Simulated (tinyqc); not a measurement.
# Capacitance measurement on a leaky thin oxide: effects of series resistance and leakage, step by step

Program tinyqc, `OMP_NUM_THREADS=1 python tinyqc.py 2022139 2022140 out.jsonl`; Intel Xeon 2.30GHz, shared host, one thread, about 0.01 s. Printed values are rounded.

The device is a capacitance C in parallel with a leakage conductance G, in series with Rs and Ls. An impedance meter reports either a parallel pair (Cp, Gp) from Y = 1/Z = Gp + i w Cp or a series pair (Cs, Rm) from Z = Rm + 1/(i w Cs); w = 2 pi f, dissipation D = Gp/(w |Cp|).

Inputs (values chosen for the exercise); values of the order met in thin-oxide MOS capacitors: relative permittivity of the gate insulator (close to silicon dioxide) eox = 3.9; insulator thickness tox = 2.4 nm; gate area A = 2500 um^2; oxide-equivalent thickness added by the accumulation layer zc = 0.59 nm; oxide-equivalent thickness added by gate depletion zp = 0 nm; gate leakage current density, not matched to the thickness Jg = 0.0053 A/cm^2; voltage for an e-fold rise of the leakage Vs = 0.43 V; series resistance Rs = 150 ohm; series inductance Ls = 0 nH; measuring frequency f = 1e6 Hz.

Constants: eps0 = 8.8541878128e-14 F/cm where lengths are in cm. Results are converted to the units shown.

## True capacitance and conductance

EOT = 3.9 tox/eox; CET = EOT + zc + zp; C = 3.9 eps0 A/CET; G = Jg A/Vs.

EOT = 2.4 nm
CET = 2.99 nm
C = 28.87235 pF
G = 0.3081395 uS

## What the meter reports

Z = Rs + i w Ls + 1/(G + i w C).

Z = 159.363-5512.349i ohm
Cp = 28.84832 pF
Gp = 5.240246 uS
Cs = 28.87243 pF
D = 0.02891021

Cp is 0.083 % below C and Cs is within 0.01 % of it; G Rs = 4.62e-5, w C Rs = 0.0272 and G/(w C) = 0.00170.
